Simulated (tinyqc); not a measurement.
Optical gain and spontaneous emission in a bulk direct-gap semiconductor: one step. Occupations and gain at E. Two cases, with inputs chosen for the exercise.

Question. Use mr and alpha from the table.

For band j the electron sits at Ee = (E - Eg) mr/me above its edge and the hole at Eh = (E - Eg) mr/mj; fe = 1/(1 + exp((Ee - Fc)/kT)), fh = 1/(1 + exp((Eh - Fv)/kT)); gain g = sum_j alpha_j (fe + fh - 1).

Give: Energies, occupations and gain of each hole band; total gain.

Case 1.

Values chosen (near those of InGaAs; shifted at random, so the results belong to these values and not to a real crystal): E = 0.798 eV (photon energy); Eg = 0.766 eV (direct gap); me = 0.0412 m0 (electron mass); mhh = 0.444 m0 (heavy-hole mass); mlh = 0.0517 m0 (light-hole mass).

mr, J and alpha of each hole band:
```
hole     mr (m0)  J (1/(eV angstrom^3))  alpha (1/cm)
heavy  0.0377016            8.92072e-06      2777.020
light  0.0229283            4.23077e-06      1317.037
```

Fc = 0.144325 eV
Fv = -0.042429 eV
kT = 0.03016067 eV

Answer.

Energies, occupations and gain of each hole band:
```
hole   Ee (eV)  Eh (eV)     fe     fh  g (1/cm)
heavy   0.0293   0.0027  0.978  0.183       448
light   0.0178   0.0142  0.985  0.133       155
```

total gain = 603 1/cm

E - Eg = 0.0320 eV is below Fc + Fv = 0.1019 eV, so both bands give gain (Bernard-Duraffourg).

Case 2.

Values chosen (near those of InGaAs; shifted at random, so the results belong to these values and not to a real crystal): E = 0.77 eV (photon energy); Eg = 0.739 eV (direct gap); me = 0.0408 m0 (electron mass); mhh = 0.479 m0 (heavy-hole mass); mlh = 0.0526 m0 (light-hole mass).

mr, J and alpha of each hole band:
```
hole     mr (m0)  J (1/(eV angstrom^3))  alpha (1/cm)
heavy  0.0375975            8.74391e-06      2706.504
light  0.0229773            4.17749e-06      1293.058
```

Fc = 0.092512 eV
Fv = -0.023580 eV
kT = 0.01723467 eV

Answer.

Energies, occupations and gain of each hole band:
```
hole   Ee (eV)  Eh (eV)     fe     fh  g (1/cm)
heavy   0.0286   0.0024  0.976  0.181       425
light   0.0175   0.0135  0.987  0.104       118
```

total gain = 543 1/cm

E - Eg = 0.0310 eV is below Fc + Fv = 0.0689 eV, so both bands give gain (Bernard-Duraffourg).

Computed by tinyqc, one run a case: `OMP_NUM_THREADS=1 python tinyqc.py N N+1 out.jsonl` with N = 1650028, 1650070; one thread of a shared Intel(R) Xeon(R) Processor @ 2.30GHz, about 0.09 s a run at most.
